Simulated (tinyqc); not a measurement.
Space-charge-limited current with shallow traps: one step of the calculation.

One carrier type, drift only, an injecting contact at x = 0 (zero field) and thickness L. The share th = y/(1 + y), y = (Nc/Nt) exp(-Et/kB T), of the injected charge is free: J = q mu n F, eps0 eps_r dF/dx = q (n - n0)/th.

Question. The exact current. Exact: with u = n0/n(L), w = -u - ln(1 - u) and v = -u - u^2/2 - ln(1 - u), V = (q n0 L^2/(th eps0 eps_r)) v/w^2 and J = q^2 n0^2 mu L/(th eps0 eps_r w). v/w^2 falls steadily with u, so u follows by bisection.

Values chosen for this exercise:

| symbol | value | unit | meaning |
|---|---|---|---|
| T | 350 | K | temperature |
| eps_r | 11.1 |  | relative permittivity |
| mu | 0.0033 | cm^2/(V s) | mobility |
| L | 12000 | nm | thickness |
| Nc | 6.4e20 | cm^-3 | band density of states |
| Nt | 1.2e15 | cm^-3 | trap density |
| Et | 0.32 | eV | trap depth |
| n0 | 1.2e13 | cm^-3 | free carrier density in equilibrium |
| V | 19 | V | voltage |

Constants: q = 1.602176634e-19 C, kB = 1.380649e-23 J/K, Vt = kB T/q, eps0 = 8.8541878128e-14 F/cm where lengths are in cm. Results are converted to the units shown.

Find: v/w^2; u; w; J; exit field over V/L.

Answer.

v/w^2 = 6.268
u = 0.1887
w = 0.02042
J = 7.847e-4 A/cm^2
exit field over V/L = 1.474

J is 3.0 % below the plain sum of the two limits; the exit field lies between the ohmic 1 and the Mott-Gurney 1.5.

Range of the model: Diffusion and a field-dependent mobility are left out. With injecting contacts the diffusion current, about 4 pi^2 Vt th eps0 eps_r mu V/L^3, equals the Mott-Gurney current at V = 35 kB T/q (0.9 V at 300 K), so the drift-only result needs V well above that.

tinyqc, about 0.01 s, one thread, Intel Xeon 2.30GHz (shared host): `OMP_NUM_THREADS=1 python tinyqc.py 2370122 2370123 out.jsonl`
